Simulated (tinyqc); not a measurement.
Inside a calculation. Method: plane-wave Kohn-Sham cycle with exchange-only LDA in a layered model solid. One step of it, computed by the program tinyqc.

Problem. Iteration 2: Hamiltonian at one k. H(m,m') = (k + G_m)^2/2 delta + V(G_m - G_m'), with V(-G) = V(G).

A solid whose potential varies along x alone (atomic units):
```
parameter                      value
period a                    5.400000
cross-section of the cell  26.000000
electrons per cell                 2
grid points                       16
plane waves -n..n, n               3
k points                           1
V1 in V1 cos(2 pi x/a)     -0.740000
```

V(G_m), m = 0, 1, 2, ... (hartree): -0.223005  -0.345357  -0.000798  0.000706  0.000027  -0.000013  0.000003

k = 0.000000 2 pi / a

Give: H.

Solution.

H (hartree), lower triangle:
```
         -3       -2       -1       +0       +1       +2      +3
-3   5.8693
-2  -0.3454   2.4847
-1  -0.0008  -0.3454   0.4539
+0   0.0007  -0.0008  -0.3454  -0.2230
+1   0.0000   0.0007  -0.0008  -0.3454   0.4539
+2   0.0000   0.0000   0.0007  -0.0008  -0.3454   2.4847
+3   0.0000   0.0000   0.0000   0.0007  -0.0008  -0.3454  5.8693
```
